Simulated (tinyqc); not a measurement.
Via and link resistance from two via chains.

Inverse problem. A chain of 5000 vias joined by 5000 metal links has R = 5000 (Rv + Rlink), with Rlink proportional to the link length. Find Rv, Rlink for length L, and the value of Rv that the short chain would give if the links were ignored.

resistance of chains of 5000 links with link lengths L and 3 L (ohm): [2.705e5, 3.015e5]

Solution. R per link is a straight line in the link length; its intercept at zero length is Rv.

Rv = 51.0 ohm
Rlink = 3.10 ohm
Rv without correction = 54.1 ohm

tinyqc, about 0.01 s, one thread, Intel Xeon 2.30GHz (shared host): `OMP_NUM_THREADS=1 python tinyqc.py 2750097 2750098 out.jsonl`
